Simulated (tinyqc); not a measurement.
Changing the film thickness h: capillary instabilities by surface diffusion: grooving and agglomeration of films, edge retraction, wire break-up and smoothing of roughness. Computed by tinyqc, a small Python program. Command: `OMP_NUM_THREADS=1 python tinyqc.py 3025134 3025135 out.jsonl dewet sweep`. One thread of a shared host (Intel(R) Xeon(R) Processor @ 2.30GHz), about 0.01 s of CPU time with the checks.

Isotropic surface energy; shapes change by surface diffusion alone.

Inputs (values chosen for the exercise, of the order of those of a copper film):
```
quantity                                value        unit
surface energy gamma_s                   1.75       J/m^2
grain-boundary energy gamma_b            0.78       J/m^2
interface energy gamma_i                  1.2       J/m^2
contact angle on the substrate theta      130     degrees
atomic volume Omega                      11.8  angstrom^3
surface sites nu                          8.2      1/nm^2
prefactor D0                          3.1e-05       m^2/s
activation energy Q                      1.04          eV
temperature T                             565           K
time t                                    190           s
grain radius R                            110          nm
```

Grooves: at the surface and the interface.

Constants: k_B = 8.617333262e-05 eV/K; k_B = 1.380649e-23 J/K.

Method:
- B = D_s nu gamma_s Omega^2/(k_B T), D_s = D0 exp(-Q/(k_B T)).
- Groove angle beta: sin(beta) = gamma_b/(2 gamma). For circular grains of radius R with spherical caps the groove ends (measured from the mean surface) at the depth R g(beta), g = (2 - 3 cos beta + cos^3 beta)/(3 sin^3 beta). The film parts if R [g(beta_s) + g(beta_i)] > h.
- Mullins' isolated groove: depth below the flat surface d = 0.780 m (B t)^(1/4), m = tan(beta_s), width between the ridges 4.6 (B t)^(1/4); time to reach h: (h/(0.780 m))^4/B.
- A rim shaped as a circular segment with contact angle theta holds the area h x; its radius r obeys r^2 (theta - sin theta cos theta) = h x. To advance, the edge must carry a strip of the rim height H = r (1 - cos theta) over the rim, driven by the curvature 1/r over the distance r theta (the scaling argument of Brandon and Bradshaw): H dx/dt = B/(theta r^2) gives x^(5/2) = (5/2) B t c^(3/2)/(theta (1 - cos theta) h^(3/2)), c = theta - sin theta cos theta.

One run for each value:
```
film thickness h (nm)  time to reach the substrate (s)  retraction x (nm)  final depth over h
2.0                                          3.770e+00              237.4               7.753
3.3                                          2.794e+01              175.8               4.699
5.3                                          1.859e+02              132.3               2.926
8.7                                          1.350e+03               98.2               1.782
14.0                                         9.051e+03               73.8               1.108
23.0                                         6.593e+04               54.8               0.674
38.0                                         4.913e+05               40.6               0.408
61.0                                         3.262e+06               30.5               0.254
100.0                                        2.356e+07               22.7               0.155
```

Over the rows, time to reach the substrate (s) rises from 3.77 to 2.36e7 (exponent d ln y / d ln x about 4.0 throughout); retraction x (nm) falls from 237 to 22.7 (exponent d ln y / d ln x about -0.60 throughout); final depth over h falls from 7.75 to 0.155 (exponent d ln y / d ln x about -1.0 throughout). The exponent of time to reach the substrate stays at 4: surface diffusion over the length h. The exponent of retraction x stays at -0.60: a thicker film has more matter to move. At fixed B a film half as thick lasts a sixteenth as long, which a drop of about 68 K makes good: the agglomeration temperature is lower for thinner films.

Caution (rows 8.70, 14.0, 23.0, 38.0, 61.0, 100): the grains are too small for the surface groove ever to reach the depth h. Caution (rows 38.0, 61.0, 100): the rim is not yet high against the film, as the scaling law assumes.
